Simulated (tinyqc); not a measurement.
# Electron mobility in a silicon inversion layer, empirical terms and Matthiessen rule: several studies

Inversion layer of sheet density Ns on a uniformly doped body. The mobility terms are empirical power laws with prefactors chosen for the exercise; adding their inverses (Matthiessen) is itself an approximation.

Inputs (values chosen for the exercise); material values close to those of silicon: temperature T = 350 K; band gap Eg = 1.11 eV; relative permittivity of the semiconductor eps_r = 11.5; conduction-band density of states at T Nc = 3.49e19 cm^-3; valence-band density of states at T Nv = 3.38e19 cm^-3; body doping Nb = 1.5e17 cm^-3; reverse body bias Vsb = 1 V; weight of the inversion charge in the effective field eta = 0.5; phonon-limited mobility at 1 MV/cm and 300 K Ap = 409 cm^2/(V s); roughness-limited mobility at 1 MV/cm As = 986 cm^2/(V s); exponent of the roughness term gs = 2; Coulomb prefactor Ac = 1700 cm^2/(V s); charge at the interface Nit = 4.3e10 cm^-2; inversion density Ns = 2.9e12 cm^-2.

Constants: q = 1.602176634e-19 C, kB = 1.380649e-23 J/K, Vt = kB T/q, eps0 = 8.8541878128e-14 F/cm where lengths are in cm. Results are converted to the units shown.

Each table varies one quantity; the others keep the values above.

## Effect of the body doping

ni = sqrt(Nc Nv) exp(-Eg/(2 Vt)), Eg in volts; Ndep = sqrt(2 eps0 eps_r Nb (2 Vt ln(Nb/ni) + Vsb)/q); E = q (Ndep + eta Ns)/(eps0 eps_r), in MV/cm. With t = T/(300 K): muC = Ac (Ns/1e12 cm^-2) t/(Nb/1e17 cm^-3 + Nit/1e11 cm^-2), muP = Ap E^(-1/3) t^(-1.75), muS = As E^(-gs); 1/mu is the sum of the inverses.

Results:
```
Nb (cm^-3)  E (MV/cm)  muC (cm^2/(V s))  muP (cm^2/(V s))  muS (cm^2/(V s))  mu (cm^2/(V s))
2e16           0.3304              9130             451.7              9033            410.9
4.4e16         0.3820              6611             430.4              6759            381.3
9.7e16         0.4597              4108             404.7              4666            341.4
2.1e17         0.5733              2273             375.9              3000            291.3
1e18            1.001             551.5             312.2             984.6            165.8
2.3e18          1.415             245.5             278.2             492.3            103.1
5e18            1.999             114.1             247.9             246.7            59.33
```

Estimate the missing row, Nb = 4.7e17 cm^-3.

Computed row:
```
Nb (cm^-3)  E (MV/cm)  muC (cm^2/(V s))  muP (cm^2/(V s))  muS (cm^2/(V s))  mu (cm^2/(V s))
4.7e17         0.7514              1121             343.5              1746            228.5
```

With this row back in the table: As Nb goes from 2e16 to 5e18 cm^-3, E rises from 0.330 to 2.00 MV/cm and mu falls from 411 to 59.3 cm^2/(V s). The smallest term is the phonon one in the first row and the Coulomb one in the last. At Nb = 5e18 cm^-3 E passes 1.5 MV/cm, beyond the usual range of such laws.

## Effect of the charge at the interface

Same model as above.

The same in every row: E (MV/cm) = 0.5182; muP (cm^2/(V s)) = 388.8; muS (cm^2/(V s)) = 3672.

Effect of the charge at the interface:
```
Nit (cm^-2)  muC (cm^2/(V s))  mu (cm^2/(V s))
1e10                     3595            320.3
3.2e10                   3160            316.4
1e11                     2301            305.0
3.2e11                   1224            273.1
1e12                    500.1            206.5
3.2e12                  171.7            115.4
1e13                    56.67            48.80
```

What does the comparison show?

As Nit goes from 1e10 to 1e13 cm^-2, E stays at 0.518 MV/cm and mu falls from 320 to 48.8 cm^2/(V s). The smallest term is the phonon one in the first row and the Coulomb one in the last.

## Effect of the inversion density

Same model as above.

Result of one run:
```
Ns (cm^-2)  E (MV/cm)  muC (cm^2/(V s))  muP (cm^2/(V s))  muS (cm^2/(V s))  mu (cm^2/(V s))
3.6e11         0.3184             369.9             457.4              9727            200.3
```

What becomes of these results when the inversion density Ns is changed from 3.6e11 to 3.6e12 cm^-2, all else the same?

Result of the changed run:
```
Ns (cm^-2)  E (MV/cm)  muC (cm^2/(V s))  muP (cm^2/(V s))  muS (cm^2/(V s))  mu (cm^2/(V s))
3.6e12         0.5733              3699             375.9              3000            306.4
```

The whole series:
```
Ns (cm^-2)  E (MV/cm)  muC (cm^2/(V s))  muP (cm^2/(V s))  muS (cm^2/(V s))  mu (cm^2/(V s))
2e11           0.3058             205.5             463.5           1.054e4            140.5
3.6e11         0.3184             369.9             457.4              9727            200.3
6.3e11         0.3396             647.4             447.6              8549            256.7
1.1e12         0.3766              1130             432.5              6952            299.3
2e12           0.4474              2055             408.3              4926            318.6
3.6e12         0.5733              3699             375.9              3000            306.4
6.3e12         0.7857              6474             338.4              1597            267.7
1.1e13          1.155           1.130e4             297.6             738.5            208.2
2e13            1.864           2.055e4             253.8             283.9            133.1
```

As Ns goes from 2e11 to 2e13 cm^-2, E rises from 0.306 to 1.86 MV/cm and mu goes from 140 through a maximum of 319 (at Ns = 2e12 cm^-2 among the rows listed) to 133 cm^2/(V s). The smallest term is the Coulomb one in the first row and the phonon one in the last. Screening lifts the Coulomb term as Ns grows while the field presses the carriers to the interface, hence the maximum. At Ns = 2e13 cm^-2 E passes 1.5 MV/cm, beyond the usual range of such laws.

Numbers from tinyqc (`OMP_NUM_THREADS=1 python tinyqc.py 2510124 2510125 out.jsonl`; about 0.01 s on one thread of a shared Intel Xeon 2.30GHz).
